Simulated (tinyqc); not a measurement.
Longitudinal sound in a periodic multilayer: transfer matrices, stop bands and folded phonons: one step, computed by the program tinyqc.

Layers 1 and 2 repeat with period d = d_1 + d_2; waves travel normal to the layers, without loss. State vector (u, s): displacement u and stress divided by omega. Impedances Z = rho v are in 1e6 kg/(m^2 s).

Question. Impedances, mean velocity and Bragg frequency. Z = rho v; interface reflection r = (Z_2 - Z_1)/(Z_2 + Z_1) (stress amplitude, from 1 into 2); Bragg frequency f_B = 1/[2 (d_1/v_1 + d_2/v_2)]; long-wave velocity v_eff = d/sqrt[(d_1/v_1)^2 + (d_2/v_2)^2 + (Z_1/Z_2 + Z_2/Z_1)(d_1/v_1)(d_2/v_2)].

Inputs (values chosen for the exercise, modelled on silica (layer 1), silicon nitride (layer 2) and gallium arsenide (substrate)):
```
quantity            value    unit
density rho_1        2.18  g/cm^3
velocity v_1         5890     m/s
thickness d_1        7.55      nm
density rho_2        3.07  g/cm^3
velocity v_2         9910     m/s
thickness d_2        12.6      nm
substrate density     5.4  g/cm^3
substrate velocity   4760     m/s
```

Give: Z_1; Z_2; Z of the substrate; interface reflection r; Bragg frequency f_B; long-wave velocity v_eff.

Answer.

Z_1 = 12.8402

Z_2 = 30.4237

Z of the substrate = 25.704

interface reflection r = 0.4064

Bragg frequency f_B = 195.8 GHz

long-wave velocity v_eff = 7211 m/s
